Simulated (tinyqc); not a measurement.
Long-channel MOSFET, surface-potential model: one step of the calculation.

n-channel transistor on a uniformly doped p-type body, gradual-channel approximation, constant mobility, Boltzmann statistics, full ionisation. Potentials are counted from the neutral body; V is the electron quasi-Fermi potential, Vsb at the source and Vsb + Vds at the drain. Charges are magnitudes per area.

Problem. Surface potential at the source by Newton steps. With V = Vsb: G = psi - Vt + Vt e, e = exp((psi - 2 phiF - Vsb)/Vt); f = Vgs + Vsb - Vfb - psi - gamma sqrt(G); f' = -1 - gamma (1 + e)/(2 sqrt(G)); psi(new) = psi - f/f'.

Values chosen for this exercise; material values those of a made-up semiconductor:
- T = 400 K (temperature)
- Vfb = -0.88 V (flat-band voltage)
- Vsb = 0.3 V (source-body reverse bias)
- Vgs = 1.48 V (gate-source voltage)

Constants: q = 1.602176634e-19 C, kB = 1.380649e-23 J/K, Vt = kB T/q. Results are converted to the units shown.

psi at the start (the smaller of 2 phiF + Vsb + 4 Vt and the root without inversion charge) = 1.1603600 V
phiF = 0.36124137 V
gamma = 0.44382502 V^0.5

Give: G; f; f'; psi after iteration 1.

Solution.

G = 3.008 V
f = 0.7299 V
f' = -8.114
psi after iteration 1 = 1.250 V

Computed by the program tinyqc: `OMP_NUM_THREADS=1 python tinyqc.py 2360114 2360115 out.jsonl`, one thread of a shared Intel Xeon 2.30GHz, about 0.06 s for the whole run.
